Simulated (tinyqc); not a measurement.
Potential step from the flux.

Question. On one interval J = (q mu Vt/hx) [nb B(d) - na B(-d)], B(d) = d/(exp(d) - 1), d = (psi_b - psi_a)/Vt. Find psi_b - psi_a, and the step at which J would vanish.

Values chosen for this exercise: temperature T = 300 K; electron mobility mu = 8090 cm^2/(V s); density at the left node na = 7.3e15 cm^-3; density at the right node nb = 1.6e15 cm^-3; node spacing hx = 80 nm.

Constants: q = 1.602176634e-19 C, kB = 1.380649e-23 J/K, Vt = kB T/q. Results are converted to the units shown.

J = -42869.023 A/cm^2

Answer. B(d) falls and B(-d) rises with d, so J falls steadily with the step and one value matches. J = 0 needs nb/na = exp(d), the Boltzmann ratio.

psi_b - psi_a = 0.0240 V
step for J = 0 = -0.0392 V

tinyqc, about 0.01 s, one thread, Intel Xeon 2.30GHz (shared host): `OMP_NUM_THREADS=1 python tinyqc.py 2220015 2220016 out.jsonl`
